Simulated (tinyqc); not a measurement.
Ranking of structures: pair-potential crystal by lattice sums. Computed by tinyqc, a small Python program. Command: `OMP_NUM_THREADS=1 python tinyqc.py 3022708 3022709 out.jsonl pairsum walk`. One thread of a shared host (Intel(R) Xeon(R) Processor @ 2.30GHz), about 0.02 s of CPU time with the checks.

Energy per atom E = (1/2) sum over neighbours of phi(r); d is the nearest-neighbour distance.

Inputs (values chosen for the exercise, for model atoms):

| quantity | value | unit |
|---|---|---|
| well depth eps | 0.116 | eV |
| pair minimum r0 | 3.8 | angstrom |
| cut-off r_c/r0 | 2.08 | - |
| stiffness alpha r0 | 5.2 | - |

Potential: Morse. Structure: sc.

Constants: 1 eV/angstrom^3 = 160.2176634 GPa.

Method:
- phi0(r) = eps [exp(-2 alpha (r - r0)) - 2 exp(-alpha (r - r0))]; shifted-force cut-off: phi(r) = phi0(r) - phi0(r_c) - (r - r_c) phi0'(r_c) for r < r_c, zero beyond.
- Shells (distance in units of d, count): fcc 1.0000 (12), 1.4142 (6), 1.7321 (24), 2.0000 (12), 2.2361 (24), 2.4495 (8), 2.6458 (48), 2.8284 (6), 3.0000 (36), 3.1623 (24); hcp 1.0000 (12), 1.4142 (6), 1.6330 (2), 1.7321 (18), 1.9149 (12), 2.0000 (6), 2.2361 (12), 2.3805 (12), 2.4495 (6), 2.5166 (6), 2.5820 (12), 2.6458 (24), 2.7080 (6), 2.8868 (12), 3.0000 (12), 3.1091 (24), 3.1623 (12); bcc 1.0000 (8), 1.1547 (6), 1.6330 (12), 1.9149 (24), 2.0000 (8), 2.3094 (6), 2.5166 (24), 2.5820 (24), 2.8284 (24), 3.0000 (32); sc 1.0000 (6), 1.4142 (12), 1.7321 (8), 2.0000 (6), 2.2361 (24), 2.4495 (24), 2.8284 (12), 3.0000 (30), 3.1623 (24); diamond 1.0000 (4), 1.6330 (12), 1.9149 (12), 2.3094 (6), 2.5166 (12), 2.8284 (24), 3.0000 (16). Volumes per atom in d^3: fcc 0.70711, hcp 0.70711, bcc 0.76980, sc 1.00000, diamond 1.53960; hcp has the ideal c/a. Every shell inside the cut-off is summed.
- Equilibrium: dE/dd = 0 at the lowest minimum with d between 0.78 r0 and 1.45 r0; B = d^2 E''(d)/(9 Omega).

Each structure at its own equilibrium:

| structure | neighbours | d (angstrom) | E (eV/atom) | volume (angstrom^3) | B (GPa) |
|---|---|---|---|---|---|
| fcc | 12 | 3.6996 | -0.77435 | 35.806 | 21.208 |
| hcp | 12 | 3.6989 | -0.77424 | 35.786 | 21.193 |
| bcc | 8 | 3.6067 | -0.75324 | 36.118 | 20.385 |
| sc | 6 | 3.5747 | -0.51298 | 45.681 | 11.056 |
| diamond | 4 | 3.6548 | -0.26675 | 75.161 | 3.442 |

The order is fcc < hcp < bcc < sc < diamond; fcc lies 0.10 meV below hcp. fcc (-0.774348 eV) and hcp (-0.774244 eV) share two shells and differ from the third on. Pair forces reward the number of bonds: diamond reaches only 34 % of the best binding. Caution: each structure is relaxed in d alone and may be unstable against shear; the tiny fcc-hcp difference depends on the cut-off.

Extremes, crossings and ranges named in words are read from the listed rows.
